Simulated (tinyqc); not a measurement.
Raman shift of the zone-centre optical phonon of a diamond-structure crystal under stress: one step, computed by the program tinyqc.

Axes x, y, z are the cube axes. Strain shifts the threefold optical mode and can split it; p, q and r are the phonon deformation potentials.

Problem. Secular matrix and shifts. Secular matrix: M_xx = p eps_xx + q (eps_yy + eps_zz), M_xy = 2 r eps_xy; its eigenvalues are omega^2 - omega_0^2, and the shifts are these over 2 omega_0.

Inputs (values chosen for the exercise, modelled on silicon):
```
quantity                       value  unit
unstrained frequency omega_0   520.2  1/cm
p/omega_0^2                    -1.86     -
q/omega_0^2                    -2.36     -
r/omega_0^2                   -0.706     -
```

Stress state: biaxial. Axis: [111].

strain (per mille):
```
           x          y          z
x   6.565245  -6.051500  -6.051500
y  -6.051500   6.565245  -6.051500
z  -6.051500  -6.051500   6.565245
```

Give: M/(2 omega_0); shifts, in rising order.

Solution.

M/(2 omega_0) (1/cm):
```
        x       y       z
x  -11.24    2.22    2.22
y    2.22  -11.24    2.22
z    2.22    2.22  -11.24
```

shifts, in rising order (1/cm): -13.46  -13.46  -6.79

Caution: strains above about 1 % call for terms beyond linear order.
